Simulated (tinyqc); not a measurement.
Time-dependent dielectric breakdown: cell percolation, Weibull statistics, area scaling and voltage extrapolation: one step, computed by the program tinyqc. Command: `OMP_NUM_THREADS=1 python tinyqc.py 3024681 3024682 out.jsonl tddb walk`. One thread of a shared host (Intel(R) Xeon(R) Processor @ 2.30GHz), about 0.01 s of CPU time with the checks.

The oxide is divided into columns of area a^2, each holding m = t_ox/a cells (m is taken as continuous). A share lambda(t) = (t/t_1)^alpha of the cells is defective, and a column whose cells are all defective breaks down.

Question. Fitting the sample. W = ln(-ln(1 - F_i)) with the median ranks F_i. Least squares in W: W = beta ln t - beta ln t63. Maximum likelihood: solve sum t^b ln t/sum t^b - 1/b = mean of ln t for b, then t63 = (mean of t^b)^(1/b).

Weibull plot:
```
i      t (s)        F_i      ln t          W
1    384.443  0.0673077  5.951796  -2.663843
2    495.454  0.1634615  6.205475  -1.723263
3   1162.183  0.2596154  7.058055  -1.202023
4   1175.552  0.3557692  7.069493  -0.821667
5   1187.674  0.4519231  7.079752  -0.508595
6   1751.377  0.5480769  7.468157  -0.230365
7   2208.708  0.6442308  7.700163   0.032925
8   2887.663  0.7403846  7.968203   0.299033
9   3946.600  0.8365385  8.280610   0.593977
10  4158.049  0.9326923  8.332801   0.992689
```

Give: slope by least squares; t63 by least squares; slope by maximum likelihood; t63 by maximum likelihood.

Answer.

slope by least squares = 1.355

t63 by least squares = 2203 s

slope by maximum likelihood = 1.564

t63 by maximum likelihood = 2161 s

Caution: t_1 is an input here; in a real oxide it changes with thickness at fixed voltage.
